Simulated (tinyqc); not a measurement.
Ways to reach the isolated limit: finite-size error of a charged defect in a periodic cell: Madelung and Makov-Payne terms. Computed by tinyqc, a small Python program. Command: `OMP_NUM_THREADS=1 python tinyqc.py 3029410 3029411 out.jsonl imagecharge walk`. One thread of a shared host (Intel(R) Xeon(R) Processor @ 2.30GHz), about 0.02 s of CPU time with the checks.

L is the cube root of the cell volume. The defect charge is a Gaussian, rho(r) = q (2 pi sigma^2)^(-3/2) exp(-r^2/2 sigma^2), repeated periodically in a uniform neutralising background and screened by a continuum. The model cell energy is E(L) = E_0 + [periodic - isolated electrostatic energy].

Inputs (values chosen for the exercise, with screening close to that of silicon): charge q = -1 e; cell length L = 18.6 angstrom; dielectric constant eps = 12; width sigma of the defect charge = 2 angstrom; formation energy of the isolated defect E_0 = 5.939 eV.

Supercell lattice: sc. Screening: isotropic.

scatter added to the six cells, standing for numerical noise (meV): [-1.5, -0.13, 0.74, -1.4, 0.78, 1.9]

Constants: e^2/(4 pi eps_0) = 14.39964548 eV angstrom.

Method:
- Cell vectors: (1,0,0), (0,1,0), (0,0,1), scaled to volume L^3.
- Ewald sum for a unit point charge: scale each Cartesian component of the cell by 1/sqrt(eps_i), giving R', G' and V'; E = [ (1/2) sum erfc(eta R')/R' + (2 pi/V') sum exp(-G'^2/4 eta^2)/G'^2 - eta/sqrt(pi) - pi/(2 V' eta^2) ] e^2/(4 pi eps_0) / sqrt(eps_x eps_y eps_z), over n_i = -6..6, omitting n = (0,0,0), eta = 2/V'^(1/3). alpha = -2 E eps_g L/(e^2/(4 pi eps_0)), eps_g = (eps_x eps_y eps_z)^(1/3).
- Periodic energy of the Gaussian: (2 pi q^2/V) sum_(G != 0) exp(-sigma^2 G^2)/(G.eps.G) x e^2/(4 pi eps_0), n_i = -k..k with k = max(9, L/sigma rounded up). Isolated energy: q^2/(2 sqrt(pi) sigma) <1/(n.eps.n)> e^2/(4 pi eps_0), the mean over directions n, here 1/eps.
- Cells of the same shape with L scaled by 0.7, 0.85, 1, 1.25, 1.5 and 2; the scatter is added to E(L).
- The point-charge correction scales as 1/L from its value at the input L.
- Least-squares fits of E(L) to a + b/L, a + c/L^3 or a + b/L + c/L^3; the estimate is a, and errors are against E_0.

Scaling data:
```
L (angstrom)  1/L (1/angstrom)  E(L) (eV)  E(L) + point-charge correction (eV)
13.02                0.0768049    5.82042                              5.95116
15.81                0.0632511    5.83883                              5.94650
18.60                0.0537634    5.85290                              5.94443
23.25                0.0430108    5.86678                              5.94000
27.90                0.0358423    5.88015                              5.94117
37.20                0.0268817    5.89572                              5.94149
```

point-charge correction -q^2 E = 0.0915235 eV

nearest image = 18.6 angstrom

Estimates of E_0:
```
way                              estimate (eV)  error (meV)
largest cell, uncorrected               5.8957      -43.276
largest cell, point-charge term         5.9415        2.486
1/L fit, three smallest                 5.9282      -10.752
1/L fit, all six                        5.9337       -5.291
1/L^3 fit, all six                      5.8860      -53.007
1/L and 1/L^3, three smallest           5.9438        4.827
1/L and 1/L^3, all six                  5.9421        3.146
corrected data, 1/L^3 fit               5.9399        0.947
```

coefficient b of the full fit = -1.7717 eV angstrom

Best here: corrected data, 1/L^3 fit (+0.9 meV); worst: 1/L^3 fit, all six (-53 meV). The fitted b is 104.1 % of the Madelung value -q^2 alpha e^2/(8 pi eps_0 eps_g), so such a fit also measures the screening.

Extremes, crossings and ranges named in words are read from the listed rows.
